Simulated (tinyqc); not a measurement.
Absorption edge of a degenerate semiconductor, band filling against gap narrowing: approximations to the Fermi level.

n-type, parabolic bands, full ionisation. eta = (EF - Ec)/kB T solves N = Nc F12(eta), F12(x) = (2/sqrt(pi)) int_0^infinity sqrt(u)/(1 + exp(u - x)) du. The gap shrinks rigidly by dEg = a3 y^(1/3) + a4 y^(1/4) + a2 y^(1/2), y = N/1e18 cm^-3, an empirical law that is here taken as the true narrowing.

With u = N/Nc: Boltzmann ln u; Joyce-Dixon ln u + 0.353553 u - 4.95009e-3 u^2 + 1.48386e-4 u^3 - 4.42563e-6 u^4; degenerate limit (3 sqrt(pi) u/4)^(2/3). The Einstein ratio is D/(mu Vt) = F12/Fm, Fm(x) = dF12/dx = (1/sqrt(pi)) int_0^infinity u^(-1/2)/(1 + exp(u - x)) du.

Parameters, values chosen for the exercise: conduction-band density of states at 400 K, from me Nc = 6.66e17 cm^-3.

Results:

| N (cm^-3) | N/Nc | eta | Boltzmann | Joyce-Dixon | degenerate | D/(mu Vt) |
|---|---|---|---|---|---|---|
| 4e16 | 0.06006 | -2.791 | -2.812 | -2.791 | 0.1854 | 1.021 |
| 8.9e16 | 0.1336 | -1.965 | -2.013 | -1.965 | 0.3160 | 1.047 |
| 2e17 | 0.3003 | -1.097 | -1.203 | -1.097 | 0.5422 | 1.105 |
| 4.4e17 | 0.6607 | -0.1831 | -0.4145 | -0.1831 | 0.9171 | 1.229 |
| 9.9e17 | 1.486 | 0.9115 | 0.3964 | 0.9115 | 1.575 | 1.505 |
| 2.2e18 | 3.303 | 2.314 | 1.195 | 2.314 | 2.682 | 2.074 |
| 1.1e19 | 16.52 | 7.733 | 2.804 | 7.633 | 7.841 | 5.304 |
| 2.5e19 | 37.54 | 13.49 | 3.625 | 8.983 | 13.55 | 9.078 |

Estimate the missing row, N = 5e18 cm^-3.

Computed row:

| N (cm^-3) | N/Nc | eta | Boltzmann | Joyce-Dixon | degenerate | D/(mu Vt) |
|---|---|---|---|---|---|---|
| 5e18 | 7.508 | 4.442 | 2.016 | 4.440 | 4.635 | 3.239 |

With this row back in the table: Boltzmann is within 0.1 of eta up to N/Nc = 0.13, Joyce-Dixon within 0.01 up to 7.5, and the degenerate limit is off by 0.061 in the last row. The Einstein ratio rises from 1.02 to 9.08: degenerate carriers diffuse faster for the same mobility.

Range of the model: Band tails, non-parabolic bands and incomplete ionisation are left out.

Numbers from tinyqc (`OMP_NUM_THREADS=1 python tinyqc.py 2330124 2330125 out.jsonl`; about 0.01 s on one thread of a shared Intel Xeon 2.30GHz).
